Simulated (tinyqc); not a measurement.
Along the matched line: quaternary alloy A(x)B(1-x)C(y)D(1-y) matched to a substrate.

Q(x,y) = x y Q_AC + x (1 - y) Q_AD + (1 - x) y Q_BC + (1 - x)(1 - y) Q_BD for the lattice constant. Gap, rule 1: Q(x,y) - x (1 - x)[y C_ABC + (1 - y) C_ABD] - y (1 - y)[x C_ACD + (1 - x) C_BCD]. Rule 2 (mean of ternaries): {x (1 - x)[y T_ABC(x) + (1 - y) T_ABD(x)] + y (1 - y)[x T_ACD(y) + (1 - x) T_BCD(y)]}/{x (1 - x) + y (1 - y)}, T_ABC(x) = x E_AC + (1 - x) E_BC - C_ABC x (1 - x), T_ACD(y) = y E_AC + (1 - y) E_AD - C_ACD y (1 - y), and alike. Only the Gamma valley is followed.

Matching a(x,y) = a_s gives x = (a_s - y a_BC - (1 - y) a_BD)/(y (a_AC - a_BC) + (1 - y)(a_AD - a_BD)).
Constants: hc = 1239.841984 eV nm.

Values chosen for the exercise (AC, AD, BC, BD near GaAs, GaP, InAs and InP; substrate near GaAs; the results hold for these values, not for the real material):

| symbol | value | unit | meaning |
|---|---|---|---|
| a | (5.646, 5.456, 6.058, 5.875) | angstrom | lattice constants of AC, AD, BC, BD |
| Eg | (1.499, 2.889, 0.416, 1.434) | eV | gaps at Gamma of AC, AD, BC, BD |
| Cb | (0.536, 0.612, 0.194, 0.113) | eV | bowing of ABC, ABD, ACD, BCD |
| a_s | 5.646 | angstrom | substrate |

x follows from y.

Results:

| y | x | bilinear (eV) | rule 1 (eV) | rule 2 (eV) | wavelength 1 (nm) | wavelength 2 (nm) |
|---|---|---|---|---|---|---|
| 0.01 | 0.5510 | 2.2235 | 2.0707 | 2.0780 | 599 | 597 |
| 0.13 | 0.6046 | 2.1522 | 1.9899 | 2.0486 | 623 | 605 |
| 0.25 | 0.6585 | 2.0763 | 1.9118 | 1.9894 | 649 | 623 |
| 0.37 | 0.7125 | 1.9960 | 1.8366 | 1.9189 | 675 | 646 |
| 0.49 | 0.7668 | 1.9111 | 1.7646 | 1.8428 | 703 | 673 |
| 0.61 | 0.8213 | 1.8217 | 1.6960 | 1.7636 | 731 | 703 |
| 0.73 | 0.8761 | 1.7276 | 1.6309 | 1.6828 | 760 | 737 |
| 0.85 | 0.9310 | 1.6289 | 1.5697 | 1.6012 | 790 | 774 |
| 0.97 | 0.9862 | 1.5256 | 1.5126 | 1.5194 | 820 | 816 |

What can be read from this table?

The matched alloys span 1.513 to 2.071 eV by rule 1, monotonically in y. Along the line dx/dy is +0.447 between the first two rows and +0.460 between the last two. In energy the two rules differ most at y = 0.37, by 82 meV (29 nm there), which measures how far the ternary data leave the interior open. Miscibility gaps are not considered.

Run: tinyqc, `OMP_NUM_THREADS=1 python tinyqc.py 1080085 1080086 out.jsonl`; Intel(R) Xeon(R) Processor @ 2.30GHz, one thread, shared host; about 0.01 s of CPU time with all checks.
